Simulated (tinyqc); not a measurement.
One-dimensional ballistic tunnel FET, two-band WKB: two steps of the calculation.

A p-type source for x < 0 with its Fermi level at 0 and its valence edge at ds; in the channel the bands fall as D exp(-x/lam) towards their flat values, with the conduction edge at Ec = ds - dP and D = dP + Eg. The gate moves dP one to one. The drain Fermi level lies at -Vd and the drain side reflects nothing. For w = E - Ec between 0 and dP an electron crosses the gap. Two-band dispersion with equal masses m: inside the gap kappa = sqrt(m u (1 - u/Eg)/C), u the distance from a band edge, C = hbar^2/(2 m0).

Values chosen for this exercise; band and dielectric values close to those of indium phosphide: temperature T = 200 K; band gap Eg = 1.36 eV; band-edge mass of the two-band model m = 0.08 m0; screening length of the source junction lam = 5 nm; source valence edge above the source Fermi level ds = 0.13 eV; drain bias Vd = 0.2 V; number of degenerate subbands (spin apart) g = 2; tunnelling window Ev(source) - Ec(channel) dP = 0.3 eV; energy above the channel conduction edge w0 = 0.2 eV; cells of the path nc = 7; points of the energy grid nE = 9.

Constants: q = 1.602176634e-19 C, kB = 1.380649e-23 J/K, hbar = 1.054571817e-34 J s, h = 6.62607015e-34 J s, m0 = 9.1093837015e-31 kg, Vt = kB T/q, hbar^2/(2 m0) = 0.0380998212 eV nm^2. Results are converted to the units shown.

Question 1. The path through the gap by the midpoint rule. At w = w0 the path runs from xa = lam ln(D/(w + Eg)) to xb = lam ln(D/w); u(x) = w + Eg - D exp(-x/lam) is the height above the valence edge. Cut it into nc equal cells: S = 2 (cell width) times the sum of kappa at the centres.

Find: xa; xb; x; u; kappa; S.

Answer 1.

xa = 0.31066 nm
xb = 10.581 nm

```
cell  x (nm)  u (eV)  kappa (1/nm)
0     1.0443  0.2129       0.61403
1     2.5115  0.5555       0.83065
2     3.9787  0.8109       0.82912
3     5.4460  1.0014       0.74458
4     6.9132  1.1435       0.61827
5     8.3804  1.2494       0.46188
6     9.8477  1.3284       0.25460
```

S = 12.774

Question 2. Current on a coarse grid. S(w) = 2 lam int_0^Eg kappa(u) du/(w + Eg - u) = 2 pi lam sqrt(m/(C Eg)) [w + Eg/2 - sqrt(w (w + Eg))], T(w) = exp(-S). I = g (2 q^2/h) int_0^dP T(w) [f(E) - f(E + Vd)] dw, E = ds - dP + w, f(x) = 1/(1 + exp(x/Vt)). Simpson's rule on nE equally spaced points.

Find: w; T(w); difference of the f; I.

Answer 2.

```
point  w (eV)       T(w)  difference of the f
0      0.0000  2.964e-12               0.8507
1      0.0375   5.214e-9               0.9800
2      0.0750   5.782e-8               0.9937
3      0.1125   2.916e-7               0.9654
4      0.1500   9.937e-7               0.7614
5      0.1875   2.662e-6               0.2659
6      0.2250   6.047e-6              0.03950
7      0.2625   1.218e-5             0.004646
8      0.3000   2.237e-5             5.296e-4
```

I = 1.225e-5 uA

tinyqc, about 0.01 s, one thread, Intel Xeon 2.30GHz (shared host): `OMP_NUM_THREADS=1 python tinyqc.py 2620071 2620072 out.jsonl`
